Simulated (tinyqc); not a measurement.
Stretching all distances: RHF, UHF, MP2, CISD and CCSD against full CI in the sto-3g basis, for H4, spin multiplicity 1. Computed by the program tinyqc with PySCF. Command: `OMP_NUM_THREADS=1 python tinyqc.py 112647 112648 out.jsonl`; one thread of a shared host (Intel(R) Xeon(R) Processor @ 2.60GHz), about 6 s.

Geometry (angstrom):

| atom | x | y | z |
|---|---|---|---|
| H | 0.0000 | 0.0000 | 0.0000 |
| H | 0.0000 | 0.0000 | 0.8050 |
| H | 0.0000 | 0.8830 | 0.0000 |
| H | 0.0000 | 0.8830 | 0.8050 |

All coordinates are multiplied by the scale. c0^2 is the weight of the RHF determinant in the lowest singlet FCI state (UHF is spin-contaminated and may lie near states of higher spin) and n(LUMO) the first natural occupation beyond the occupied space.

Full CI energy (hartree) and errors against it (kcal/mol):

| scale | distance 1-2 (angstrom) | E(FCI) | RHF | UHF | MP2 | CISD | CCSD | <S^2> UHF | c0^2 | n(LUMO) |
|---|---|---|---|---|---|---|---|---|---|---|
| 0.930 | 0.749 | -1.73730 | 47.125 | 22.499 | 22.390 | 0.905 | -0.102 | 0.865 | 0.860 | 0.255 |
| 1.100 | 0.885 | -1.89815 | 58.177 | 25.931 | 28.324 | 1.605 | -0.221 | 0.930 | 0.825 | 0.311 |
| 1.270 | 1.022 | -1.96720 | 70.629 | 28.821 | 34.938 | 2.705 | -0.428 | 1.003 | 0.788 | 0.368 |
| 1.450 | 1.167 | -1.98844 | 85.805 | 30.805 | 42.829 | 4.521 | -0.794 | 1.099 | 0.746 | 0.428 |
| 1.620 | 1.304 | -1.98317 | 102.351 | 31.011 | 51.205 | 7.101 | -1.333 | 1.217 | 0.702 | 0.485 |
| 1.790 | 1.441 | -1.96644 | 121.101 | 29.219 | 60.346 | 10.739 | -2.090 | 1.360 | 0.655 | 0.542 |
| 1.960 | 1.578 | -1.94586 | 141.894 | 25.570 | 69.942 | 15.519 | -3.020 | 1.513 | 0.605 | 0.597 |
| 2.140 | 1.723 | -1.92480 | 165.754 | 20.466 | 80.079 | 21.411 | -4.027 | 1.661 | 0.552 | 0.652 |
| 2.310 | 1.860 | -1.90795 | 189.451 | 15.464 | 88.968 | 25.110 | -4.766 | 1.771 | 0.503 | 0.701 |

UHF lies below RHF over the whole range. The weight c0^2 goes from 0.86 to 0.50 and n(LUMO) from 0.26 to 0.70: static correlation grows as the bonds break into open-shell fragments. The spread of the error along the curve, which distorts its shape, is CCSD 4.7, UHF 15.5, CISD 24.2, MP2 66.6, RHF 142.3 kcal/mol. Below FCI somewhere: CCSD, as non-variational methods may be.
